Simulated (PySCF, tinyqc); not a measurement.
Worked calculation: CISD on RHF in the sto-3g basis, frozen core, for BeH+, spin multiplicity 1. The lowest restricted solution is unstable here: a spin-polarised one lies 0.0383 hartree lower (PySCF). One step of it, computed by the program tinyqc.

Problem. Iteration 1: building the Fock matrix. J_ij = sum D_kl (ij|kl), K_ij = sum D_kl (ik|jl); F = H + J - 0.5 K; E = tr D H + tr D J / 2 - 0.25 tr D K + E_nn.

D at the start, order 1Be 1s, 1Be 2s, 1Be 2px, 1Be 2py, 1Be 2pz, 2H 1s:
```
[[1.973484, 0.012856, 0.000000, 0.000000, -0.156759, -0.103791],
 [0.012856, 0.253143, 0.000000, 0.000000, 0.503424, 0.288014],
 [0.000000, 0.000000, 0.000000, 0.000000, 0.000000, 0.000000],
 [0.000000, 0.000000, 0.000000, 0.000000, 0.000000, 0.000000],
 [-0.156759, 0.503424, 0.000000, 0.000000, 1.018006, 0.583716],
 [-0.103791, 0.288014, 0.000000, 0.000000, 0.583716, 0.334796]]
```

core Hamiltonian H = T + V (hartree), order 1Be 1s, 1Be 2s, 1Be 2px, 1Be 2py, 1Be 2pz, 2H 1s:
```
[[-8.111315, -1.995632, 0.000000, 0.000000, -0.006883, -0.084030],
 [-1.995632, -2.345153, 0.000000, 0.000000, -0.072524, -0.393648],
 [0.000000, 0.000000, -1.861898, 0.000000, 0.000000, 0.000000],
 [0.000000, 0.000000, 0.000000, -1.861898, 0.000000, 0.000000],
 [-0.006883, -0.072524, 0.000000, 0.000000, -1.907074, -0.504149],
 [-0.084030, -0.393648, 0.000000, 0.000000, -0.504149, -1.443226]]
```

Two-electron integrals (ij|kl) in chemists' order, unique and non-zero (hartree):
```
(11|11) 2.298831   (21|11) 0.392036   (21|21) 0.079539   (22|11) 0.570988
(22|21) 0.143041   (22|22) 0.417683   (31|31) 0.014607   (32|31) 0.021888
(32|32) 0.092265   (33|11) 0.569578   (33|21) 0.143083   (33|22) 0.417589
(33|33) 0.449859   (41|41) 0.014607   (42|41) 0.021888   (42|42) 0.092265
(43|43) 0.024249   (44|11) 0.569578   (44|21) 0.143083   (44|22) 0.417589
(44|33) 0.401360   (44|44) 0.449859   (51|51) 0.014607   (52|51) 0.021888
(52|52) 0.092265   (53|53) 0.024249   (54|54) 0.024249   (55|11) 0.569578
(55|21) 0.143083   (55|22) 0.417589   (55|33) 0.401360   (55|44) 0.401360
(55|55) 0.449859   (61|11) 0.015803   (61|21) 0.003216   (61|22) 0.005873
(61|33) 0.005832   (61|44) 0.005832   (61|51) 0.000323   (61|52) 0.000606
(61|55) 0.005958   (61|61) 0.000138   (62|11) 0.068508   (62|21) 0.017574
(62|22) 0.060269   (62|33) 0.057719   (62|44) 0.057719   (62|51) 0.002199
(62|52) 0.016268   (62|55) 0.065299   (62|61) 0.000798   (62|62) 0.017088
(63|31) 0.001141   (63|32) 0.006240   (63|53) 0.002424   (63|63) 0.001060
(64|41) 0.001141   (64|42) 0.006240   (64|54) 0.002424   (64|64) 0.001060
(65|11) 0.087025   (65|21) 0.022480   (65|22) 0.079684   (65|33) 0.075339
(65|44) 0.075339   (65|51) 0.003383   (65|52) 0.024721   (65|55) 0.088275
(65|61) 0.001042   (65|62) 0.024822   (65|65) 0.036424   (66|11) 0.244148
(66|21) 0.063349   (66|22) 0.241073   (66|33) 0.227471   (66|44) 0.227471
(66|51) 0.006855   (66|52) 0.069421   (66|55) 0.267866   (66|61) 0.002856
(66|62) 0.097386   (66|65) 0.146885   (66|66) 0.774606
```

nuclear repulsion = 0.97679227 hartree

Give: Coulomb J; exchange K; Fock matrix F; total energy of this density.

Solution.

Coulomb J (hartree), order 1Be 1s, 1Be 2s, 1Be 2px, 1Be 2py, 1Be 2pz, 2H 1s:
```
[[5.491, 1.015, 0.000, 0.000, 0.025, 0.042],
 [1.015, 1.869, 0.000, 0.000, 0.147, 0.304],
 [0.000, 0.000, 1.838, 0.000, 0.000, 0.000],
 [0.000, 0.000, 0.000, 1.838, 0.000, 0.000],
 [0.025, 0.147, 0.000, 0.000, 1.921, 0.412],
 [0.042, 0.304, 0.000, 0.000, 0.412, 1.371]]
```

exchange K (hartree), order 1Be 1s, 1Be 2s, 1Be 2px, 1Be 2py, 1Be 2pz, 2H 1s:
```
[[4.581, 0.842, 0.000, 0.000, -0.005, 0.037],
 [0.842, 0.416, 0.000, 0.000, 0.317, 0.247],
 [0.000, 0.000, 0.084, 0.000, 0.000, 0.000],
 [0.000, 0.000, 0.000, 0.084, 0.000, 0.000],
 [-0.005, 0.317, 0.000, 0.000, 0.639, 0.392],
 [0.037, 0.247, 0.000, 0.000, 0.392, 0.553]]
```

Fock matrix F (hartree), order 1Be 1s, 1Be 2s, 1Be 2px, 1Be 2py, 1Be 2pz, 2H 1s:
```
[[-4.911, -1.402, 0.000, 0.000, 0.021, -0.061],
 [-1.402, -0.685, 0.000, 0.000, -0.084, -0.213],
 [0.000, 0.000, -0.066, 0.000, 0.000, 0.000],
 [0.000, 0.000, 0.000, -0.066, 0.000, 0.000],
 [0.021, -0.084, 0.000, 0.000, -0.306, -0.288],
 [-0.061, -0.213, 0.000, 0.000, -0.288, -0.348]]
```

total energy of this density = -14.42932 hartree
